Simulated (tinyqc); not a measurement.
Short-channel transistor, virtual-source model with series resistance: one step of the calculation.

The current per gate width is the charge at the top of the source barrier (the virtual source) times its velocity times a saturation function; al and be are fitting constants of the model. Units: I in uA/um, Rs in ohm um, so I Rs = 1e-6 I Rs in volts; Q in uC/cm^2, so I = 1e-4 Q vx0 Fsat with vx0 in cm/s.

Task. Current through the series resistance. Intrinsic voltages Vg' = Vgs - I Rs, Vd' = Vds - 2 I Rs. n = n0 + nd Vd', VT = VT0 - dl Vd', Ff = 1/(1 + exp((Vg' - VT + al Vt/2)/(al Vt))), Q = Cinv n Vt ln(1 + exp((Vg' - VT + al Vt Ff)/(n Vt))), Vdsat = (vx0 L/mu)(1 - Ff) + Vt Ff, Fsat = u/(1 + u^be)^(1/be) with u = Vd'/Vdsat, and I(out) = Q vx0 Fsat per width. (Fsat takes the sign of u.) Newton step: I(new) = I + (I(out) - I)/(1 - s), s = dI(out)/dI by a central difference with +/- 0.001 uA/um.

Inputs (values chosen for the exercise):
- T = 325 K (temperature)
- Cinv = 3.54 uF/cm^2 (inversion capacitance)
- vx0 = 1.32e7 cm/s (velocity at the virtual source)
- mu = 330 cm^2/(V s) (apparent mobility)
- L = 16 nm (channel length)
- VT0 = 0.442 V (threshold at zero drain voltage)
- dl = 0.2 V/V (drain-induced barrier lowering)
- n0 = 1.1 (subthreshold factor)
- nd = 0.05 1/V (growth of n with drain voltage)
- al = 3.5 (threshold shift (in units of Vt) from weak to strong inversion)
- be = 1.6 (sharpness of saturation)
- Rs = 50 ohm um (series resistance of each contact)
- Vgs = 1.2 V (gate voltage)
- Vds = 0.05 V (drain voltage)

Constants: q = 1.602176634e-19 C, kB = 1.380649e-23 J/K, Vt = kB T/q. Results are converted to the units shown.

I after iteration 2 = 416.27390 uA/um

Give: Vg'; Vd'; VT; Ff; Q; Vdsat; Fsat; I(out); s; I after iteration 3.

Result.

Vg' = 1.179 V
Vd' = 0.008373 V
VT = 0.4403 V
Ff = 3.229e-4
Q = 2.616 uC/cm^2
Vdsat = 0.06399 V
Fsat = 0.1278
I(out) = 441.2 uA/um
s = -5.115
I after iteration 3 = 420.3 uA/um

Program tinyqc, `OMP_NUM_THREADS=1 python tinyqc.py 2380159 2380160 out.jsonl`; Intel Xeon 2.30GHz, shared host, one thread, about 0.02 s.
